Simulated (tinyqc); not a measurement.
Round nanowire with a gate all round, subbands and threshold shift from confinement: one step of the calculation.

Undoped body with a flat potential across it, hard walls, transport along x. Three valley pairs (g = 2 each) with the longitudinal mass along x, y or z. Non-parabolicity enters the subband edges through E (1 + al E) = gamma, so E = 2 gamma/(1 + sqrt(1 + 4 al gamma)); motion within a subband is taken as parabolic with the band-edge mass. Energies are counted from the bulk band edge.

Question. Lowest subbands. gamma = C (2 z/(t + dl))^2 (1/my + 1/mz)/2, z the zeros of the Bessel functions J_l (2.404826, 3.831706, 5.135622, 5.520078, ...), twofold for l > 0; the mean inverse mass is an approximation for anisotropic valleys, C = hbar^2/(2 m0). List the 5 lowest, labelled by valley axis and quantum numbers, with degeneracy g and N_k: N_k = g sqrt(2 mx m0 kB T/(pi hbar^2)).

Values chosen for this exercise; masses close to those of silicon:
```
symbol,value,unit,meaning
T,300,K,temperature
ml,0.907,m0,longitudinal mass
mt,0.187,m0,transverse mass
al,0.5,1/eV,non-parabolicity
t,3.7,nm,diameter
dl,0.2,nm,widening of the box by penetration into the insulator
```

Constants: q = 1.602176634e-19 C, kB = 1.380649e-23 J/K, hbar = 1.054571817e-34 J s, m0 = 9.1093837015e-31 kg, hbar^2/(2 m0) = 0.0380998212 eV nm^2. Results are converted to the units shown.

Find: E_k; g; N_k.

Answer.

E_k, subband y0,1 to z1,1 (eV): [0.1721, 0.1721, 0.2727, 0.3960, 0.3960]
g, subband y0,1 to z1,1: [2, 2, 2, 4, 4]
N_k, subband y0,1 to z1,1 (cm^-1): [4.019e6, 4.019e6, 8.852e6, 8.039e6, 8.039e6]

Range of the model: For the strongly anisotropic y and z valleys the mean inverse mass serves only for l = 0; pairs with l > 0 really split widely.

tinyqc, about 0.2 s, one thread, Intel Xeon 2.30GHz (shared host): `OMP_NUM_THREADS=1 python tinyqc.py 2350056 2350057 out.jsonl`
